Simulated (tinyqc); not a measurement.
Resistance of a tapered via with liner, size effect and interface: two fill metals against the diameter.

A round via whose diameter grows from db at the bottom as D(z) = db + 2 z/tan(ang). The fill, of diameter D - 2 tl, starts above the bottom liner (thickness fb tl) and has rho = rho0 (1 + ks lam/(D - 2 tl)); the sidewall liner conducts in parallel with it. The bottom liner and the interface are crossed over the full area pi db^2/4. Spreading in the lines above and below is left out.

Slices between z0 = fb tl and hv, evaluated at their midpoints: conductance per length pi/4 [(D - 2 tl)^2/rho + (D^2 - (D - 2 tl)^2)/rl], slice resistance = slice height over that. 2000 slices. R_fill = sum of the slices; R_bottom = rl fb tl/(pi db^2/4); R_interface = ri/(pi db^2/4). The second fill has rho2, lam2 and tl2 in place of rho0, lam and tl.

Values chosen for this exercise; fill metal close to ruthenium:
```
symbol,value,unit,meaning
hv,92,nm,height
ang,87,degrees,sidewall angle
rho0,7.87,uohm cm,bulk resistivity of the fill
lam,6.52,nm,mean free path of the fill
ks,0.7,,size-effect factor
tl,0.2,nm,liner on the sidewall
fb,1,,liner at the bottom over that on the sidewall
rl,230,uohm cm,resistivity of the liner
ri,5.3e-12,ohm cm^2,interface resistivity at the bottom
Sb,1.5e15,S/m^2,"ballistic conductance per area, about 3/(4 rho0 lam)"
rho2,5.17,uohm cm,bulk resistivity of the second fill (close to molybdenum)
lam2,10.9,nm,its mean free path
tl2,0.6,nm,its liner
```

Result of one run:

| db (nm) | R, first fill (ohm) | R, second fill (ohm) | ratio second/first |
|---|---|---|---|
| 24 | 15.82 | 14.61 | 0.9235 |

What becomes of these results when the diameter at the bottom db is changed from 24 to 49 nm, all else the same?

Result of the changed run:

| db (nm) | R, first fill (ohm) | R, second fill (ohm) | ratio second/first |
|---|---|---|---|
| 49 | 4.051 | 3.518 | 0.8684 |

The whole series:

| db (nm) | R, first fill (ohm) | R, second fill (ohm) | ratio second/first |
|---|---|---|---|
| 6 | 201.1 | 239.9 | 1.193 |
| 8.5 | 107.1 | 116.9 | 1.091 |
| 12 | 57.22 | 58.29 | 1.019 |
| 17 | 30.14 | 29.06 | 0.9643 |
| 24 | 15.82 | 14.61 | 0.9235 |
| 35 | 7.735 | 6.886 | 0.8903 |
| 49 | 4.051 | 3.518 | 0.8684 |
| 70 | 2.027 | 1.725 | 0.8512 |
| 100 | 1.008 | 0.8454 | 0.8387 |

The ratio goes from 1.19 to 0.839. The two fills give the same R at db = 13.4 nm; below it the first gives the lower R. Ratios within a few per cent of 1 are a tie, given that ballistic terms are left out.

Numbers from tinyqc (`OMP_NUM_THREADS=1 python tinyqc.py 2750083 2750084 out.jsonl`; about 0.01 s on one thread of a shared Intel Xeon 2.30GHz).
